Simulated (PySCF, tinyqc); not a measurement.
Worked calculation: CIS and TDHF on RHF in the sto-3g basis, for H4, spin multiplicity 1. The lowest restricted solution is unstable here: a spin-polarised one lies 0.0259 hartree lower (PySCF). One step of it, computed by the program tinyqc.

Question. TDHF (RPA) singlet states. B(ia,jb) = 2 (ia|jb) - (ib|ja); the squared energies are the eigenvalues of (A - B)(A + B); 1 hartree = 27.211386 eV.

CIS matrix A, singlet (hartree), order 1>3, 1>4, 2>3, 2>4:
```
[[0.524040, 0.000000, 0.000000, -0.052283],
 [0.000000, 0.740628, 0.015485, 0.000000],
 [0.000000, 0.015485, 0.408860, 0.000000],
 [-0.052283, 0.000000, 0.000000, 0.658998]]
```

Two-electron integrals over orbitals (pq|rs), unique and non-zero (hartree):
```
(11|11) 0.425795    (21|21) 0.168144    (22|11) 0.388642    (22|22) 0.401432
(31|11) -0.063773   (31|22) 0.010120    (31|31) 0.112393    (32|21) 0.081988
(32|32) 0.129025    (33|11) 0.392872    (33|22) 0.398528    (33|31) 0.002866
(33|33) 0.412595    (41|21) 0.033090    (41|32) -0.075480   (41|41) 0.101510
(42|11) 0.067761    (42|22) -0.001347   (42|31) -0.109364   (42|33) -0.004015
(42|42) 0.114075    (43|21) -0.166445   (43|32) -0.085065   (43|41) -0.031739
(43|43) 0.177282    (44|11) 0.444007    (44|22) 0.407981    (44|31) -0.067050
(44|33) 0.418163    (44|42) 0.073233    (44|44) 0.480986
```

Give: TDHF matrix B, singlet; squared energies w^2; TDHF energies from the positive w^2.

Answer.

TDHF matrix B, singlet (hartree), order 1>3, 1>4, 2>3, 2>4:
```
[[0.1124, 0.0000, 0.0000, -0.1432],
 [0.0000, 0.1015, -0.0416, 0.0000],
 [0.0000, -0.0416, 0.1290, 0.0000],
 [-0.1432, 0.0000, 0.0000, 0.1141]]
```

squared energies w^2 (hartree^2): [0.1476, 0.2412, 0.4065, 0.5382]

TDHF energies from the positive w^2 (eV): [10.4529, 13.3627, 17.3498, 19.9629]
